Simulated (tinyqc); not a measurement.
From results back to parameters: smearing for a one-band metal on the bcc lattice. Two cases, with inputs chosen for the exercise.

Problem. With Gaussian smearing, f = erfc(x)/2, s = exp(-x^2)/(2 sqrt(pi)), x = (E_k - mu)/sigma and free energy F = E - sigma S, small widths give F(sigma) = E0 - D sigma^2/4, where D is the density of states at the Fermi level (both spins, per cell). F at two widths was computed from hidden E0 and D.

Find: D; E0.

Method. D = 4 (F(s1) - F(s2))/(s2^2 - s1^2); E0 = F(s1) + D s1^2/4.

Case 1.

Values chosen: s1 = 0.131 eV; s2 = 0.262 eV.
F(s1) = -2.8854025 eV
F(s2) = -2.8965099 eV

Solution.

D = 0.863 1/eV
E0 = -2.8817 eV

Case 2.

Values chosen: s1 = 0.106 eV; s2 = 0.212 eV.
F(s1) = -1.7243860 eV
F(s2) = -1.7348439 eV

Solution.

D = 1.241 1/eV
E0 = -1.7209 eV

Computed by tinyqc, one run a case: `OMP_NUM_THREADS=1 python tinyqc.py N N+1 out.jsonl` with N = 1650769, 1650940; one thread of a shared Intel(R) Xeon(R) Processor @ 2.30GHz, about 0.3 s a run at most.
